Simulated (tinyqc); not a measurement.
Thermal, flicker and telegraph noise of a field-effect transistor: one step, computed by the program tinyqc.

Strong inversion, threshold roll-off and channel-length modulation left out; noise sources are uncorrelated and are given as one-sided spectral densities.

Task: Thermal noise and corner. C_ox = 3.9 eps_0/t; V_c = 2 v_s L/mu; I = W C_ox v_s V_ov^2/(V_ov + V_c); g_m = W C_ox v_s V_ov (V_ov + 2 V_c)/(V_ov + V_c)^2; g_d0 = mu C_ox (W/L) V_ov. Thermal: S_I = 4 k_B T gamma g_d0; input-referred S_V = S_I/g_m^2; corner f_c where flicker equals thermal. Total input noise from 1 Hz to f_c: sqrt(S_V,thermal [f_c ln(f_c/1 Hz) + f_c - 1 Hz]).

Inputs (values chosen for the exercise, modelled on a high-k silicon transistor):
```
quantity,value,unit
width W,0.27,micrometre
length L,21,nm
electrical oxide thickness t,1.8,nm
mobility mu,91,cm^2/(V s)
saturation velocity v_s,0.83,1e7 cm/s
overdrive V_ov,0.21,V
thermal noise factor gamma,0.91,-
oxide trap density N_t,4.5e+17,1/(eV cm^3)
frequency f,100,Hz
temperature T,300,K
```

Operating region: saturation. Flicker model: number with correlated mobility.

g_m = 250.5522 microsiemens

flicker S_I = 4.189591e-17 A^2/Hz

drain current I = 31.96762 microampere

Constants: k_B = 1.380649e-23 J/K; eps_0 = 8.8541878128e-12 F/m; e = 1.602176634e-19 C.

Give: thermal S_I; input-referred thermal noise; corner frequency f_c; input noise up to f_c; full shot noise 2eI over thermal S_I.

Result:

thermal S_I = 7.106e-24 A^2/Hz

input-referred thermal noise = 10.64 nV/sqrt(Hz)

corner frequency f_c = 5.895e+08 Hz

input noise up to f_c = 1189 microvolt

full shot noise 2eI over thermal S_I = 1.441

At f the noise is flicker dominated (f_c/f = 5.90e6). Caution: fewer than one trap per decade of time constant is active, so one device shows telegraph steps and the 1/f law is only a mean over many devices.
